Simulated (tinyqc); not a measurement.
Worked calculation: RHF in the sto-6g basis, for BeH2, spin multiplicity 1. One step of it, computed by the program tinyqc.

Question. Iteration 1: building the Fock matrix. J_ij = sum D_kl (ij|kl), K_ij = sum D_kl (ik|jl); F = H + J - 0.5 K; E = tr D H + tr D J / 2 - 0.25 tr D K + E_nn.

D at the start, lower triangle:
```
            1Be 1s     1Be 2s   1Be 2px    1Be 2py   1Be 2pz      2H 1s     3H 1s
1Be 1s    0.012390
1Be 2s   -0.084735   0.579478
1Be 2px   0.000000   0.000000  2.000000
1Be 2py   0.000000   0.000000  0.000000   0.831323
1Be 2pz   0.000000   0.000000  0.000000   0.000000  0.000000
2H 1s     0.124609  -0.852163  0.000000  -1.118825  0.000000   2.758922
3H 1s     0.124609  -0.852163  0.000000   1.118825  0.000000  -0.252591  2.758922
```

core Hamiltonian H = T + V (hartree), lower triangle:
```
            1Be 1s     1Be 2s    1Be 2px    1Be 2py    1Be 2pz      2H 1s      3H 1s
1Be 1s   -8.563875
1Be 2s   -2.015518  -2.684216
1Be 2px   0.000000   0.000000  -2.191406
1Be 2py   0.000000   0.000000   0.000000  -2.346108
1Be 2pz   0.000000   0.000000   0.000000   0.000000  -2.191406
2H 1s    -0.249836  -0.802143   0.000000  -0.927130   0.000000  -1.859154
3H 1s    -0.249836  -0.802143   0.000000   0.927130   0.000000  -0.031820  -1.859154
```

Two-electron integrals (ij|kl) in chemists' order, unique and non-zero (hartree):
```
(11|11) 2.299996    (21|11) 0.361879    (21|21) 0.071926    (22|11) 0.570332
(22|21) 0.139654    (22|22) 0.417773    (31|31) 0.015252    (32|31) 0.022555
(32|32) 0.092340    (33|11) 0.570332    (33|21) 0.139654    (33|22) 0.417773
(33|33) 0.450117    (41|41) 0.015252    (42|41) 0.022555    (42|42) 0.092340
(43|43) 0.024258    (44|11) 0.570332    (44|21) 0.139654    (44|22) 0.417773
(44|33) 0.401601    (44|44) 0.450117    (51|51) 0.015252    (52|51) 0.022555
(52|52) 0.092340    (53|53) 0.024258    (54|54) 0.024258    (55|11) 0.570332
(55|21) 0.139654    (55|22) 0.417773    (55|33) 0.401601    (55|44) 0.401601
(55|55) 0.450117    (61|11) 0.045210    (61|21) 0.008750    (61|22) 0.017008
(61|33) 0.016867    (61|41) 0.000872    (61|42) 0.001720    (61|44) 0.017289
(61|55) 0.016867    (61|61) 0.001127    (62|11) 0.136195    (62|21) 0.034043
(62|22) 0.114364    (62|33) 0.109762    (62|41) 0.004663    (62|42) 0.029830
(62|44) 0.123567    (62|55) 0.109762    (62|61) 0.004621    (62|62) 0.051226
(63|31) 0.002895    (63|32) 0.014054    (63|43) 0.004850    (63|63) 0.004052
(64|11) 0.156327    (64|21) 0.039489    (64|22) 0.138135    (64|33) 0.130112
(64|41) 0.007439    (64|42) 0.046245    (64|44) 0.154183    (64|55) 0.130112
(64|61) 0.005573    (64|62) 0.069794    (64|64) 0.097210    (65|51) 0.002895
(65|52) 0.014054    (65|54) 0.004850    (65|65) 0.004052    (66|11) 0.308309
(66|21) 0.078435    (66|22) 0.295227    (66|33) 0.275042    (66|41) 0.011307
(66|42) 0.096485    (66|44) 0.335596    (66|55) 0.275042    (66|61) 0.010873
(66|62) 0.176173    (66|64) 0.252840    (66|66) 0.774999    (71|11) 0.045210
(71|21) 0.008750    (71|22) 0.017008    (71|33) 0.016867    (71|41) -0.000872
(71|42) -0.001720   (71|44) 0.017289    (71|55) 0.016867    (71|61) 0.001018
(71|62) 0.003810    (71|64) 0.004289    (71|66) 0.008751    (71|71) 0.001127
(72|11) 0.136195    (72|21) 0.034043    (72|22) 0.114364    (72|33) 0.109762
(72|41) -0.004663   (72|42) -0.029830   (72|44) 0.123567    (72|55) 0.109762
(72|61) 0.003810    (72|62) 0.024091    (72|64) 0.027138    (72|66) 0.060225
(72|71) 0.004621    (72|72) 0.051226    (73|31) 0.002895    (73|32) 0.014054
(73|43) -0.004850   (73|63) 0.001395    (73|73) 0.004052    (74|11) -0.156327
(74|21) -0.039489   (74|22) -0.138135   (74|33) -0.130112   (74|41) 0.007439
(74|42) 0.046245    (74|44) -0.154183   (74|55) -0.130112   (74|61) -0.004289
(74|62) -0.027138   (74|64) -0.029966   (74|66) -0.067871   (74|71) -0.005573
(74|72) -0.069794   (74|74) 0.097210    (75|51) 0.002895    (75|52) 0.014054
(75|54) -0.004850   (75|65) 0.001395    (75|75) 0.004052    (76|11) 0.005270
(76|21) 0.001285    (76|22) 0.003955    (76|33) 0.003874    (76|44) 0.004117
(76|55) 0.003874    (76|61) 0.000158    (76|62) 0.001173    (76|64) 0.001461
(76|66) 0.003300    (76|71) 0.000158    (76|72) 0.001173    (76|74) -0.001461
(76|76) 0.000039    (77|11) 0.308309    (77|21) 0.078435    (77|22) 0.295227
(77|33) 0.275042    (77|41) -0.011307   (77|42) -0.096485   (77|44) 0.335596
(77|55) 0.275042    (77|61) 0.008751    (77|62) 0.060225    (77|64) 0.067871
(77|66) 0.154457    (77|71) 0.010873    (77|72) 0.176173    (77|74) -0.252840
(77|76) 0.003300    (77|77) 0.774999
```

nuclear repulsion = 2.62580636 hartree

Give: Coulomb J; exchange K; Fock matrix F; total energy of this density.

Answer.

Coulomb J (hartree), lower triangle:
```
         1Be 1s  1Be 2s  1Be 2px  1Be 2py  1Be 2pz  2H 1s  3H 1s
1Be 1s    2.470
1Be 2s    0.612   2.036
1Be 2px   0.000   0.000    2.027
1Be 2py   0.000   0.000    0.000    2.150
1Be 2pz   0.000   0.000    0.000    0.000    1.930
2H 1s     0.075   0.693    0.000    0.900    0.000  2.438
3H 1s     0.075   0.693    0.000   -0.900    0.000  0.021  2.438
```

exchange K (hartree), lower triangle:
```
         1Be 1s  1Be 2s  1Be 2px  1Be 2py  1Be 2pz  2H 1s  3H 1s
1Be 1s    0.047
1Be 2s    0.053   0.245
1Be 2px   0.000   0.000    0.924
1Be 2py   0.000   0.000    0.000    0.180
1Be 2pz   0.000   0.000    0.000    0.000    0.072
2H 1s    -0.002   0.139    0.000    0.235    0.000  1.392
3H 1s    -0.002   0.139    0.000   -0.235    0.000  0.017  1.392
```

Fock matrix F (hartree), lower triangle:
```
         1Be 1s  1Be 2s  1Be 2px  1Be 2py  1Be 2pz   2H 1s   3H 1s
1Be 1s   -6.117
1Be 2s   -1.430  -0.771
1Be 2px   0.000   0.000   -0.626
1Be 2py   0.000   0.000    0.000   -0.286
1Be 2pz   0.000   0.000    0.000    0.000   -0.297
2H 1s    -0.174  -0.179    0.000   -0.144    0.000  -0.118
3H 1s    -0.174  -0.179    0.000    0.144    0.000  -0.019  -0.118
```

total energy of this density = -3.56423 hartree
